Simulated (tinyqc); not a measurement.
Electron continuity equation in a given potential, Scharfetter-Gummel discretisation: one step of the calculation.

Steady state in one dimension: J = q mu n E + q D dn/dx with E = -dpsi/dx and D = mu Vt, dJ/dx = q (n/tau - G), fixed densities nL and nR at the ends. The potential is given, psi = U x/L, and is not changed by the electrons.

Task. Bernoulli factors. d_i = (psi_(i+1) - psi_i)/Vt; B(d) = d/(exp(d) - 1), B(0) = 1. The flux on interval i is J_i = (q D/h) [n_(i+1) B(d_i) - n_i B(-d_i)].

Values chosen for this exercise: temperature T = 300 K.

Constants: q = 1.602176634e-19 C, kB = 1.380649e-23 J/K, Vt = kB T/q. Results are converted to the units shown.

psi, node 0 to 10 (V): [0.00000000, -0.07700000, -0.15400000, -0.23100000, -0.30800000, -0.38500000, -0.46200000, -0.53900000, -0.61600000, -0.69300000, -0.77000000]

Wanted: d_i; B(d_i); B(-d_i).

Result.

d_i, interval 0 to 9: [-2.9785, -2.9785, -2.9785, -2.9785, -2.9785, -2.9785, -2.9785, -2.9785, -2.9785, -2.9785]
B(d_i), interval 0 to 9: [3.1381, 3.1381, 3.1381, 3.1381, 3.1381, 3.1381, 3.1381, 3.1381, 3.1381, 3.1381]
B(-d_i), interval 0 to 9: [0.15963, 0.15963, 0.15963, 0.15963, 0.15963, 0.15963, 0.15963, 0.15963, 0.15963, 0.15963]

The largest |d_i| is 2.98, above 2, where central differences lose the sign pattern that keeps densities positive.

tinyqc, about 0.01 s, one thread, Intel Xeon 2.30GHz (shared host): `OMP_NUM_THREADS=1 python tinyqc.py 2220034 2220035 out.jsonl`
